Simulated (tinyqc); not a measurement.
# Worked calculation: superjunction drift layer against a plain one, charge balance

Computed by the program tinyqc: `OMP_NUM_THREADS=1 python tinyqc.py 2590045 2590046 out.jsonl`, one thread of a shared Intel Xeon 2.30GHz, about 0.01 s for the whole run. Printed values are rounded.

Alternating n and p pillars of equal width wp, doping N and length Lp. When depleted, the lateral field peaks at Ex = q N wp/(2 eps0 eps_r) at the pillar junctions and a uniform vertical field Ey is added; breakdown is taken where Ex^2 + Ey^2 = Ef^2. Only the n pillars conduct, narrowed by the zero-bias depletion. A first-order model: the field peaks at the pillar ends are left out.

Parameters, values chosen for the exercise; values close to those of silicon:
- eps_r = 11.8 (relative permittivity of the semiconductor)
- E16 = 0.397 MV/cm (critical field at a doping of 1e16 cm^-3)
- mx = 1360 cm^2/(V s) (mobility at low doping)
- mi = 91.9 cm^2/(V s) (mobility at high doping)
- Nr = 1.3e17 cm^-3 (reference doping of the mobility)
- BV = 760 V (wanted breakdown voltage)
- wp = 1 um (width of each pillar)
- Ef = 0.3 MV/cm (critical field inside the pillars)
- a = 0.8 (lateral peak field as a share of Ef)
- Vb = 0.8 V (built-in voltage of the pillar junctions)
- dl = 6.2 % (charge imbalance (Nn - Np)/N)

Constants: q = 1.602176634e-19 C, eps0 = 8.8541878128e-14 F/cm where lengths are in cm. Results are converted to the units shown.

## Iteration 1: doping of the plain drift layer

N at the start = 1e16 cm^-3

Ec(N) = E16 (N/1e16 cm^-3)^(1/8); N(new) = eps0 eps_r Ec(N)^2/(2 q BV).

Ec = 0.397 MV/cm
N after iteration 1 = 6.76173e14 cm^-3

## Iteration 2: doping of the plain drift layer

As before.

Ec = 0.283497 MV/cm
N after iteration 2 = 3.44804e14 cm^-3

## Course of the iteration: doping of the plain drift layer

Stop when N changes by less than 1e8 cm^-3, or after 40 iterations.

Course of the iteration:

| iteration | N (cm^-3) | \|change\| (cm^-3) |
|---|---|---|
| 1 | 6.76173e14 | 9.32e15 |
| 2 | 3.44804e14 | 3.31e14 |
| 3 | 2.91374e14 | 5.34e13 |
| 4 | 2.79364e14 | 1.20e13 |
| 5 | 2.76440e14 | 2.92e12 |
| 6 | 2.75713e14 | 7.26e11 |
| 7 | 2.75532e14 | 1.81e11 |
| 8 | 2.75487e14 | 4.53e10 |
| 9 | 2.75475e14 | 1.13e10 |
| 10 | 2.75473e14 | 2.83e9 |
| 11 | 2.75472e14 | 7.08e8 |
| 12 | 2.75472e14 | 1.77e8 |
| 13 | 2.75472e14 | 4.42e7 |

Converged in 13 iterations. At the end each change is about 0.25 times the one before: linear convergence.

## Thickness and resistance of the plain layer

N of the plain layer = 2.75472e14 cm^-3

Ec(N) = E16 (N/1e16 cm^-3)^(1/8), mu(N) = mi + (mx - mi)/(1 + (N/Nr)^0.9). W = 2 BV/Ec, Rsp = W/(q mu N).

mu = 1355.05 cm^2/(V s)
W = 59.9851 um
Rsp = 100.300 mohm cm^2

## Design of the pillars

Ex = a Ef gives N = 2 eps0 eps_r a Ef/(q wp); Ey = Ef sqrt(1 - a^2); Lp = BV/Ey; xd = sqrt(eps0 eps_r Vb/(q N)) on each side; Rsp = 2 Lp/(q mu(N) N (1 - 2 xd/wp)). mu(N) = mi + (mx - mi)/(1 + (N/Nr)^0.9).

N = 3.13012e16 cm^-3
Ey = 0.18 MV/cm
Lp = 42.2222 um
xd = 0.129099 um
Rsp = 2.09317 mohm cm^2

The pillars have an aspect ratio of 42.2. Their doping is 114 times, and their Rsp 0.0209 times, that of the plain layer.

## Loss of breakdown voltage by imbalance

An imbalance dl leaves the mean net doping |dl| N/2, which tilts the vertical field by s = q |dl| N/(2 eps0 eps_r): BV(dl) = Ey Lp - s Lp^2/2, or Ey^2/(2 s) if the field reaches zero inside the pillar.

tilt s = 14.88 kV/(cm um)
BV(dl) = 108.871 V
loss = 85.6749 %
